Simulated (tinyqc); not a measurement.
# From island density N on a flat surface back to deposition rate F

Model: epitaxial growth on a vicinal surface: Burton-Cabrera-Frank step flow, step-edge barrier and island nucleation. Computed by tinyqc, a small Python program. Command: `OMP_NUM_THREADS=1 python tinyqc.py 3000643 3000644 out.jsonl stepflow inv`. One thread of a shared host (Intel(R) Xeon(R) Processor @ 2.30GHz), about 0.06 s of CPU time with the checks.

Adatoms land at rate F, hop on a square grid (a simplification for hexagonal faces), desorb, or join steps. Lengths are in units of a and n is the adatom coverage. Steps ascend at x = 0 and descend at x = l.

Inputs (values chosen for the exercise, close to those used for Si(111)):
```
quantity,value,unit
site spacing a,3.84,angstrom
step height h,3.14,angstrom
diffusion barrier E_d,1.08,eV
desorption energy E_a,2.99,eV
adatom formation energy E_f,1.08,eV
step-edge barrier E_s,0.19,eV
attempt frequency nu,5,THz
miscut angle,1,degrees
temperature T,1060,C
critical nucleus size i,3,-
binding energy of the critical nucleus E_i,0.66,eV
```

Constants: k_B = 8.617333262e-05 eV/K.

Method:
- D = nu exp(-E_d/(k_B T)) (a^2/s, nu counted per direction); tau = exp(E_a/(k_B T))/nu; x_s = sqrt(D tau); n_eq = exp(-E_f/(k_B T)); terrace width l = h/(a tan(miscut)); Schwoebel length l_s = exp(E_s/(k_B T)) - 1.
- Temperatures in kelvin are T(C) + 273.15.
- D n'' - n/tau + F = 0 with n(0) = n_eq and -l_s n'(l) = n(l) - n_eq. With u = n - F tau, A = n_eq - F tau, y = l/x_s, s = l_s/x_s: u = A cosh(x/x_s) + B sinh(x/x_s), B = A (1 - cosh y - s sinh y)/(sinh y + s cosh y). Flux into the ascending step J+ = D B/x_s, over the descending one J- = -(D/x_s)(A sinh y + B cosh y); step velocity J+ + J-; growth rate (J+ + J-)/l. For small y: J+ + J- = (F - n_eq/tau) l, J-/J+ = l/(l + 2 l_s).
- The coverage peaks where n' = 0, tanh(x/x_s) = -B/A.
- Island density on a flat surface without desorption: N = 0.25 (F/D)^(i/(i+2)) exp(E_i/((i+2) k_B T)) per site, with E_i = 0 for i = 1; spacing l_n = N^(-1/2). Step flow needs an effective width l_eff = 2 x(peak) below l_n.

Task: A run gave the result below. Find the deposition rate F, known to lie between 4.9 and 12 layers/s.

island density N on a flat surface = 1.627615e-05 per site

Result:

Each step takes the trial c = (a f_b - b f_a)/(f_b - f_a), f being the result less the target and a, b, c the logarithms of the listed values; c replaces end b, the old b replaces a if the sign of f changed, and otherwise f_a is halved.

Scan of the range:
```
deposition rate F (layers/s),island density N on a flat surface (per site)
4.90,1.38469e-05
5.69,1.51461e-05
6.60,1.65562e-05
7.67,1.81180e-05
8.90,1.98092e-05
10.30,2.16240e-05
12.00,2.36997e-05
```

False position (Illinois rule, in the logarithm of the input) inside the bracket:
```
step,end a,end b,trial,island density N on a flat surface (per site)
1,5.69000,6.60000,6.40838,1.62661e-05
2,6.60000,6.40838,6.41494,1.62761e-05
3,6.60000,6.41494,6.41506,1.62762e-05
4,6.41494,6.41506,6.41500,1.62761e-05
```

Island density N on a flat surface rises at every point of a 13-point scan of the range (every second point is shown), so one value fits; it is bracketed by 5.69 and 6.60. The scan shows a pure power law with exponent 0.6000, so scaling from any one row also gives the answer directly. Answer: deposition rate F = 6.415 layers/s.

Caution: the prefactor 0.25 and the criterion are estimates, good to a factor of about two in length.
